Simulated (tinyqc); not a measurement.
Froehlich polaron in a polar crystal: one step, computed by the program tinyqc. Command: `OMP_NUM_THREADS=1 python tinyqc.py 3026616 3026617 out.jsonl frohlich walk`. One thread of a shared host (Intel(R) Xeon(R) Processor @ 2.30GHz), about 0.05 s of CPU time with the checks.

One electron in a parabolic band of mass m*, coupled to dispersionless LO phonons in the continuum model. Energies are in units of hbar omega unless marked, wave numbers in k_0 = sqrt(2 m* omega/hbar).

Question. Feynman's energy at a trial point. Feynman's bound: E(v, w) = 3 (v - w)^2/(4 v) - (alpha v/sqrt(pi)) int_0^infinity e^-u D(u)^(-1/2) du, D = w^2 u + ((v^2 - w^2)/v)(1 - e^(-v u)); integrals by 80 Gauss-Legendre points in s from 0 to 1 with u = 40 s^2.

Inputs (values chosen for the exercise, modelled on zinc sulfide): trial v = 4.7; trial w = 1.6.

coupling constant alpha = 0.7524455

Give: first term; E(v, w).

Answer.

first term = 1.534 hbar omega

E(v, w) = 0.5008 hbar omega
